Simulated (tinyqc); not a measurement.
# Electron continuity equation in a given potential, Scharfetter-Gummel discretisation: error of the current against the mesh

Steady state in one dimension: J = q mu n E + q D dn/dx with E = -dpsi/dx and D = mu Vt, dJ/dx = q (n/tau - G), fixed densities nL and nR at the ends. The potential is given, psi = U x/L - Ub exp(-((x/L - xb)/sb)^2), and is not changed by the electrons.

Fluxes J_i = (q D/h)(n_(i+1) P_i - n_i Q_i), d_i = (psi_(i+1) - psi_i)/Vt: Scharfetter-Gummel P = B(d), Q = B(-d), B(d) = d/(exp(d) - 1); central P = 1 - d/2, Q = 1 + d/2; upwind P = 1 + max(-d, 0), Q = 1 + max(d, 0). Balance at each inner node: J_i - J_(i-1) = q h (n_i/tau - G). The reference is Scharfetter-Gummel on 4000 intervals or more. Errors are those of J on the first interval against the reference at its midpoint; errors under 1e-6 % are printed as 0.

Inputs (values chosen for the exercise); mobility close to that of silicon at room temperature:
```
symbol,value,unit,meaning
T,300,K,temperature
mu,1330,cm^2/(V s),electron mobility
L,0.47,um,length of the region
nL,3.9e12,cm^-3,density at x = 0
nR,2e13,cm^-3,density at x = L
tau,2.4e-11,s,lifetime
G,3.4e22,cm^-3 s^-1,uniform generation rate
U,0.056,V,potential difference psi(L) - psi(0)
Ub,0.089,V,depth of the dip in psi (a barrier for electrons)
xb,0.49,,position of the barrier over L
sb,0.09,,width of the barrier over L
```

Constants: q = 1.602176634e-19 C, kB = 1.380649e-23 J/K, Vt = kB T/q. Results are converted to the units shown.

Results:

| N | largest \|d\| | reference J (A/cm^2) | SG error (%) | central error (%) | upwind error (%) |
|---|---|---|---|---|---|
| 5 | 1.206 | -0.4792 | 16.7 | 25.6 | -37.4 |
| 10 | 2.844 | -0.5324 | 2.46 | 120 | -45.4 |
| 20 | 1.543 | -0.5577 | 1.10 | 0.706 | -12.0 |
| 40 | 0.8506 | -0.5701 | 0.283 | 0.414 | -1.91 |
| 160 | 0.2184 | -0.5793 | 0.0177 | 0.0251 | 0.184 |

Estimate the missing row, N = 80.

Computed row:

| N | largest \|d\| | reference J (A/cm^2) | SG error (%) | central error (%) | upwind error (%) |
|---|---|---|---|---|---|
| 80 | 0.4353 | -0.5762 | 0.0709 | 0.101 | -0.112 |

With this row back in the table: From N = 80 to 160 the error shrinks by 4.0 (Scharfetter-Gummel), 4.0 (central), -0.61 (upwind); 4 marks second order and 2 first order. At N = 5 the errors are 17, 26 and -37 %. The central densities go negative for N = 10, so its current there is not to be trusted, whatever its error.

Range of the model: The drift velocity mu E exceeds 1e7 cm/s somewhere, where real mobilities no longer stay constant.

Computed by the program tinyqc: `OMP_NUM_THREADS=1 python tinyqc.py 2220117 2220118 out.jsonl`, one thread of a shared Intel Xeon 2.30GHz, about 0.01 s for the whole run.
